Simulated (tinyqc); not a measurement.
Lorentz oscillators and the Kramers-Kronig relations: one step. eps1 at one grid point. Three cases, with inputs chosen for the exercise.

Task: List the terms E_j eps2_j/(E_j^2 - E_i^2) for j - i odd, add them and form eps1.

Kramers-Kronig: eps1(E) = 1 + (2/pi) P integral_0^infinity E1 eps2(E1)/(E1^2 - E^2) dE1. Maclaurin rule on the grid E_j = j h, j = 1 .. M: eps1(E_i) = 1 + (4 h/pi) sum over j with j - i odd of E_j eps2(E_j)/(E_j^2 - E_i^2); nothing is added above E_M.

Case 1.

Values chosen (out of a larger set: line positions loosely like those of Ge; Lorentz tails absorb below the gap, where the real solid is clear; not measured data): h = 0.4 eV (grid step); M = 36 (grid points E_j = j h); i = 15 (grid index at which eps1 is wanted).

eps2(E_j), j = 1 .. M: 0.368592  0.845581  1.674800  3.938499  17.485757  10.891677  9.283631  14.828549  14.035259  15.092201  25.023176  15.984220  6.837310  3.513484  2.108542  1.398998  0.992679  0.738601  0.569242  0.450784  0.364764  0.300398  0.251039  0.212406  0.181642  0.156776  0.136417  0.119559  0.105460  0.093562  0.083441  0.074769  0.067290  0.060801  0.055140  0.050176

Case 2.

Values chosen (out of a larger set: line positions loosely like those of Si; Lorentz tails absorb below the gap, where the real solid is clear; not measured data): h = 0.25 eV (grid step); M = 30 (grid points E_j = j h); i = 10 (grid index at which eps1 is wanted).

eps2(E_j), j = 1 .. M: 0.076767  0.156816  0.243842  0.342486  0.459145  0.603441  0.791125  1.050674  1.440601  2.105606  3.525787  8.386357  40.455507  14.223478  12.807980  28.866841  86.014882  37.739641  15.748210  11.727192  11.834068  11.612994  9.305437  6.530020  4.486351  3.167683  2.321826  1.762175  1.377589  1.103690

Case 3.

Values chosen: h = 0.4 eV (grid step); M = 40 (grid points E_j = j h); i = 14 (grid index at which eps1 is wanted).

eps2(E_j), j = 1 .. M: 0.022169  0.045477  0.071207  0.100968  0.136956  0.182376  0.242188  0.324476  0.443122  0.623240  0.912387  1.401650  2.241910  3.476356  4.253105  3.479774  2.248110  1.410604  0.924286  0.638304  0.461594  0.346645  0.268404  0.213069  0.172657  0.142335  0.119056  0.100830  0.086317  0.074590  0.064990  0.057043  0.050395  0.044784  0.040010  0.035918  0.032386  0.029319  0.026641  0.024291

Give: terms in order of j; sum; eps1(E_i).

Result:

Case 1.

terms in order of j (1/eV): -0.0191  -0.1884  -0.8644  -1.8421  -3.0184  -5.9201  -4.2404  1.8052  0.3357  0.1288  0.0638  0.0363  0.0226  0.0150  0.0104  0.0075  0.0056  0.0042

sum = -13.658 1/eV
eps1(E_i) = -5.956

The oscillator formula gives -6.280 at E_i = 6 eV. The rule samples every 2h = 0.8 eV against a narrowest width of 0.4 eV and stops at 14.4 eV; coarse sampling and the missing tail make the difference.

Case 2.

terms in order of j (1/eV): -0.0031  -0.0322  -0.1224  -0.4343  -2.7296  7.3874  30.4882  6.1478  30.9472  4.5857  2.9151  1.9956  0.8545  0.3987  0.2157

sum = 82.614 1/eV
eps1(E_i) = 27.297

The oscillator formula gives 21.549 at E_i = 2.5 eV. The rule samples every 2h = 0.5 eV against a narrowest width of 0.24 eV and stops at 7.5 eV; coarse sampling and the missing tail make the difference.

Case 3.

terms in order of j (1/eV): -0.0003  -0.0029  -0.0100  -0.0288  -0.0867  -0.3345  -2.6986  5.4997  1.0274  0.2661  0.0989  0.0463  0.0252  0.0151  0.0097  0.0066  0.0047  0.0034  0.0026  0.0020

sum = 3.846 1/eV
eps1(E_i) = 2.959

The oscillator formula gives 2.959 at E_i = 5.6 eV. The rule samples every 2h = 0.8 eV against a narrowest width of 1.7 eV and stops at 16 eV; coarse sampling and the missing tail make the difference.

Computed by tinyqc, one run a case: `OMP_NUM_THREADS=1 python tinyqc.py N N+1 out.jsonl` with N = 1651709, 1651838, 1652109; one thread of a shared Intel(R) Xeon(R) Processor @ 2.30GHz, about 0.2 s a run at most.
